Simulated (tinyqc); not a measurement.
Leakage through a gate insulator: direct, Fowler-Nordheim, trap-assisted and Poole-Frenkel currents. Changing the trap density N_t. Computed by tinyqc, a small Python program. Command: `OMP_NUM_THREADS=1 python tinyqc.py 3011973 3011974 out.jsonl oxideleak sweep`. One thread of a shared host (Intel(R) Xeon(R) Processor @ 2.30GHz), about 0.01 s of CPU time with the checks.

Electrons enter from the cathode Fermi level at x = 0; the conduction band of the insulator lies phi_b - e F x above it, F = V/t. WKB exponents use a parabolic band with mass m.

Inputs (values chosen for the exercise, with an insulator like SiO2):
```
quantity                        value  unit
thickness t                       8.3    nm
barrier phi_b                    3.12    eV
tunnelling mass m                0.39   m_0
static constant eps_ox           4.04     -
voltage across the insulator V    1.5     V
trap depth phi_t                  2.2    eV
attempt rate nu_0               1e+12   1/s
activation of capture E_a        0.23    eV
temperature T                     350     K
```

Constants: hbar^2/(2 m_0) = 3.80998212 eV angstrom^2; e = 1.602176634e-19 C; hbar = 1.054571817e-34 J s; k_B = 8.617333262e-05 eV/K.

Method:
- For a level a distance phi(x) below the band, the WKB exponent is 2 int kappa dx with kappa = sqrt(m phi/(hbar^2/2m_0)); for a linear barrier from phi_1 down to phi_2 = max(phi_1 - e F d, 0) it is G = (4/3) sqrt(m/(hbar^2/2m_0)) (phi_1^(3/2) - phi_2^(3/2))/(e F).
- J_tun = e^3 F^2/(16 pi^2 hbar m phi_b) x exp(-G) / [1 - sqrt(phi_2/phi_b)]^2 with the free-electron mass in the cathode (m in m_0), phi_2 = max(phi_b - e V, 0): direct tunnelling for e V < phi_b, Fowler-Nordheim above. Image forces, back-flow and the limit on supply are left out, so J_tun is overstated below about 0.5 V.
- Equivalent oxide thickness = 3.9 t/eps_ox.
- A trap at depth x lies phi_t below the band. Capture: tunnel at the cathode Fermi level from 0 to x (G_in from phi_1 = phi_b), rate nu_0 exp(-G_in - E_c/k_B T) with E_c = E_a + max(phi_b - phi_t - e F x, 0), the last term being the height of the trap above the cathode Fermi level. Emission: tunnel from the trap level to the anode (G_out from phi_1 = phi_t over t - x), rate nu_0 exp(-G_out - E_a/k_B T). Re-emission to the cathode follows from detailed balance, rate_back = rate_in exp(dE/k_B T) with dE = phi_b - phi_t - e F x. Each trap passes R = rate_in rate_out/(rate_in + rate_back + rate_out) electrons per second; filling from the anode is left out.
- J_TAT = e N_t int_0^t R dx by the midpoint rule on 400 intervals; the most effective depth is the midpoint with the largest R, rounded to 0.01 nm.
- J = J_tun + J_TAT (the Poole-Frenkel bound is not added); the ratio J/J_tun is the excess that stress-made traps add.

One run for each value:
```
trap density N_t (cm^-3)  total current J (A/cm^2)    J/J_tun  trap-assisted current J_TAT (A/cm^2)
1.00e+16                                 3.897e-23  1.677e+05                             3.897e-23
4.00e+16                                 1.559e-22  6.706e+05                             1.559e-22
1.00e+17                                 3.897e-22  1.676e+06                             3.897e-22
5.00e+17                                 1.949e-21  8.382e+06                             1.949e-21
2.00e+18                                 7.794e-21  3.353e+07                             7.794e-21
7.00e+18                                 2.728e-20  1.174e+08                             2.728e-20
3.00e+19                                 1.169e-19  5.029e+08                             1.169e-19
1.00e+20                                 3.897e-19  1.676e+09                             3.897e-19
```

Over the rows, total current J (A/cm^2) rises from 3.90e-23 to 3.90e-19 (exponent d ln y / d ln x about 1.00 throughout); J/J_tun rises from 168000 to 1.68e9 (exponent d ln y / d ln x about 1.00 throughout); trap-assisted current J_TAT (A/cm^2) rises from 3.90e-23 to 3.90e-19 (exponent d ln y / d ln x about 1.0 throughout). The exponent of trap-assisted current J_TAT stays at 1: independent traps.

Caution (all rows): a current below about 1e-15 A/cm^2 is not measurable.

Extremes, crossings and ranges named in words are read from the listed rows.
